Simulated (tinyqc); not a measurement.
Shockley state of an s-p chain by decimation: one step. Bulk bands. Three cases, with inputs chosen for the exercise.

Question. Levels and s weight of the lower band at k = j pi/6.

Each site has s at -d/2 and p at +d/2: H0 = diag(-d/2, d/2). The block to the next site on the right is H1 = [[-ts, u], [-u, tp]] (rows s, p of site n; columns s, p of site n + 1). Bulk: H(k) = [[-d/2 - 2 ts cos k, 2i u sin k], [-2i u sin k, d/2 + 2 tp cos k]]. The bands are inverted at k = pi if d < 2 (ts + tp).

Case 1.

Values chosen:
- d = 4.19 eV (Ep - Es)
- ts = 1.16 eV (s-s hopping)
- tp = 1.79 eV (p-p hopping)
- u = 0.52 eV (s-p hopping)

Case 2.

Values chosen:
- d = 2.09 eV (Ep - Es)
- ts = 1.07 eV (s-s hopping)
- tp = 1.03 eV (p-p hopping)
- u = 0.75 eV (s-p hopping)

Case 3.

Values chosen:
- d = 0.76 eV (Ep - Es)
- ts = 0.67 eV (s-s hopping)
- tp = 0.84 eV (p-p hopping)
- u = 0.96 eV (s-p hopping)

Give: Bands.

Answer.

Case 1.

Bands:
```
k/pi   lower (eV)  upper (eV)  s weight, lower
0.000     -4.4150      5.6750            1.000
0.167     -4.1332      5.2244            0.997
0.333     -3.3669      3.9969            0.985
0.500     -2.3389      2.3389            0.948
0.667     -1.4084      0.7784            0.784
0.833     -1.2397      0.1485            0.169
1.000     -1.4850      0.2250            0.000
```

Case 2.

Bands:
```
k/pi   lower (eV)  upper (eV)  s weight, lower
0.000     -3.1850      3.1050            1.000
0.167     -2.9949      2.9256            0.984
0.333     -2.4851      2.4451            0.925
0.500     -1.8281      1.8281            0.786
0.667     -1.2790      1.3190            0.498
0.833     -1.0429      1.1122            0.141
1.000     -1.0150      1.0950            0.000
```

Case 3.

Bands:
```
k/pi   lower (eV)  upper (eV)  s weight, lower
0.000     -1.7200      2.0600            1.000
0.167     -1.7944      2.0889            0.935
0.333     -1.9282      2.0982            0.782
0.500     -1.9572      1.9572            0.597
0.667     -1.7895      1.6195            0.390
0.833     -1.4822      1.1878            0.153
1.000     -1.3000      0.9600            0.000
```

The lower band is s-like at k = 0 and p-like at pi: the bands are inverted, and the gap is a hybridisation gap that can hold a Shockley state.

Computed by tinyqc, one run a case: `OMP_NUM_THREADS=1 python tinyqc.py N N+1 out.jsonl` with N = 1451626, 1451779, 1451807; one thread of a shared Intel(R) Xeon(R) Processor @ 2.30GHz, about 0.2 s a run at most.
